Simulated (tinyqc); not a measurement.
What moves the results: tunnelling through a thin dielectric with one trap, as a tight-binding chain. A value that a table varies takes the place of the one given here.

Hopping -t everywhere, t = c/(m a^2), c = hbar^2/2m0; lead sites at 2t (band bottom 0), barrier sites 1 to N at 2t + phi, and site j has U besides. No voltage. Leads give S = -t exp(ika) on sites 1 and N, cos(ka) = 1 - E/(2t). T = (2 t sin(ka))^2 |G_1N|^2, G = (E - H - S)^-1. In the barrier cosh(q a) = 1 + (phi - E)/(2t).

Resonance: the lowest eigenvalue of H + S(E), iterated until its real part equals E (40 rounds from Eb = phi + 2t - sqrt(4t^2 + U^2), the level in an endless barrier). With v the normalised squared amplitudes of that state, Gamma_L = 2 t sin(ka) v_1, Gamma_R = 2 t sin(ka) v_N; Breit-Wigner T = Gamma_L Gamma_R/((E - Er)^2 + (Gamma_L + Gamma_R)^2/4).

Constants: hbar^2/2m0 = 3.80998211 eV angstrom^2.

Inputs chosen for the exercise (barrier and mass of the size used for HfO2 on silicon; not measured data):
- a = 3 angstrom (site spacing)
- m = 0.2 m0 (mass, the same in leads and barrier)
- phi = 1.69 eV (conduction edge of the barrier above that of the leads)
- N = 9 (barrier sites)
- j = 7 (site of the trap)
- U = -3.42 eV (extra energy on the trap site)
- E = 0.47 eV (electron energy)

## Transmission around the level

Er = 0.45811 eV

widths (meV): left 0.24851, right 94.736

Energies Er + x (Gamma_L + Gamma_R).

T:

| x | E (eV) | chain | Breit-Wigner | no trap |
|---|---|---|---|---|
| -3.0 | 0.1732 | 5.10e-05 | 0.000282 | 6.25e-07 |
| -1.0 | 0.3631 | 0.00137 | 0.00209 | 2.74e-06 |
| -0.5 | 0.4106 | 0.00436 | 0.00522 | 3.75e-06 |
| 0.0 | 0.4581 | 0.0104 | 0.0104 | 5.09e-06 |
| 0.5 | 0.5056 | 0.00680 | 0.00522 | 6.86e-06 |
| 1.0 | 0.5531 | 0.00358 | 0.00209 | 9.21e-06 |
| 3.0 | 0.7431 | 0.00126 | 0.000282 | 2.92e-05 |
| 8.0 | 1.2180 | 0.00180 | 4.06e-05 | 0.000640 |

How do the results move?

At Er the chain gives 0.0104, 2.04e+03 times the value without trap, and Breit-Wigner 0.0104. In the wings the single pole gives 5.53 times the chain value at x = -3 and 0.0225 times at x = 8, because the widths and the level shift change with energy.

## Where a trap does most harm

The trap is moved through the barrier. The area under the resonance, 2 pi Gamma_L Gamma_R/(Gamma_L + Gamma_R), sets the current through it.

Against position:

| j | Er (eV) | Gamma_L (meV) | Gamma_R (meV) | peak | area (meV) |
|---|---|---|---|---|---|
| 3 | 0.4581 | 94.7 | 0.249 | 0.0104 | 1.56 |
| 4 | 0.4763 | 22.5 | 1.17 | 0.188 | 6.98 |
| 5 | 0.4791 | 5.17 | 5.17 | 1.00 | 16.2 |
| 6 | 0.4763 | 1.17 | 22.5 | 0.188 | 6.98 |
| 7 | 0.4581 | 0.249 | 94.7 | 0.0104 | 1.56 |

What does this show, and why?

The area is largest at j = 5 (16.2 meV) and 10.4 times smaller at j = 3: the slower of the two steps limits the current, so traps in the middle carry most. Each site towards a lead multiplies its width by about 4.35, close to exp(2 q a) = 4.38 at Eb.

## Direct against trap-assisted paths

N odd, the trap in the middle, j = (N + 1)/2. Direct T is that without trap at the energy Er; area = 2 pi Gamma_L Gamma_R/(Gamma_L + Gamma_R). The exponents are the slopes of the logarithms between the last two rows, per angstrom.

Against thickness:

| N | N a (angstrom) | Er (eV) | direct T | area (meV) |
|---|---|---|---|---|
| 5 | 15.0 | 0.4290 | 0.00176 | 282 |
| 7 | 21.0 | 0.4716 | 0.000108 | 69.8 |
| 9 | 27.0 | 0.4791 | 5.82e-06 | 16.2 |
| 11 | 33.0 | 0.4807 | 3.06e-07 | 3.73 |
| 13 | 39.0 | 0.4810 | 1.60e-08 | 0.853 |
| 15 | 45.0 | 0.4811 | 8.31e-10 | 0.195 |
| 17 | 51.0 | 0.4811 | 4.33e-11 | 0.0444 |

exponents (1/angstrom): direct 0.4925, through the trap 0.2462

What does this show, and why?

The direct path falls as exp(-0.493 d) and the path through a central trap as exp(-0.246 d), 2.00 times more slowly, since each step crosses half the layer. From 5 to 17 sites the first loses 7.6 decades and the second 3.8: in thicker layers even few traps rule the leakage. Inelastic capture with phonons is left out.

## What each parameter does

Resonance and log10 T at E. Each row changes one parameter from the base and keeps the others.

Results:

| case | Er (eV) | Gamma_L (meV) | Gamma_R (meV) | log10 T |
|---|---|---|---|---|
| base | 0.4581 | 0.2485 | 94.74 | -1.986 |
| m = 0.184 m0 | 0.5346 | 0.4773 | 120.9 | -2.238 |
| phi = 1.79 eV | 0.5629 | 0.2632 | 99.67 | -2.792 |
| N = 10 | 0.4765 | 0.2662 | 22.50 | -1.470 |
| j = 6 | 0.4763 | 1.169 | 22.48 | -0.845 |
| U = -3.317 eV | 0.5253 | 0.3173 | 103.5 | -2.335 |

What does this show?

The largest shifts from the base row, up to three for each result and ties (the steps differ in size, so this ranks the rows, not the parameters). Er (eV): phi +0.1048, m +0.0765, U +0.0672. Gamma_L (meV): j +0.920, m +0.229, U +0.0688. Gamma_R (meV): j -72.3, N -72.2, m +26.2. log10 T: j +1.140, phi -0.807, N +0.515.

Run: tinyqc, `OMP_NUM_THREADS=1 python tinyqc.py 1451852 1451853 out.jsonl`; Intel(R) Xeon(R) Processor @ 2.30GHz, one thread, shared host; about 0.09 s of CPU time with all checks.
